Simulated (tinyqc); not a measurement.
Screening length from the swing.

Problem. In a simple model of a Schottky-barrier transistor a barrier thinner than d = 4.4 nm is transparent, so the effective barrier is pn - psi (1 - exp(-d/lam)) and the swing beyond flat band is Vt ln 10/(1 - exp(-d/lam)). Find the thermionic swing, lam, and the effective barrier at psi = 0.2 V.

Inputs (values chosen for the exercise): temperature T = 300 K; barrier for electrons at both contacts pn = 0.21 eV.

Constants: q = 1.602176634e-19 C, kB = 1.380649e-23 J/K, Vt = kB T/q. Results are converted to the units shown.

swing in the tunnelling range = 85.584030 mV/decade

Answer. The ratio of the two swings is 1 - exp(-d/lam).

Vt ln 10 = 59.5 mV/decade
lam = 3.70 nm
effective barrier = 0.0709 eV

tinyqc, about 0.08 s, one thread, Intel Xeon 2.30GHz (shared host): `OMP_NUM_THREADS=1 python tinyqc.py 2390104 2390105 out.jsonl`
